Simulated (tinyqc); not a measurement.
Worked calculation: power iteration on a symmetric matrix. One step of it, computed by the program tinyqc.

Question. Step 3. w = (A - shift) v; v' = w/|w| with its largest component positive (the first on a tie); lambda = v'^T A v'.

A, lower triangle:
```
,1,2,3,4
1,1.633000
2,-0.103000,2.292000
3,1.538000,-0.282000,2.606000
4,-0.421000,-1.273000,-0.461000,3.346000
```

vector after step 2: 0.594030  -0.052415  0.800009  0.066075

shift = -0.250000

Give: vector after step 3; Rayleigh quotient after step 3.

Answer.

vector after step 3: 0.5835  -0.1264  0.7983  -0.0789

Rayleigh quotient after step 3 = 3.8507
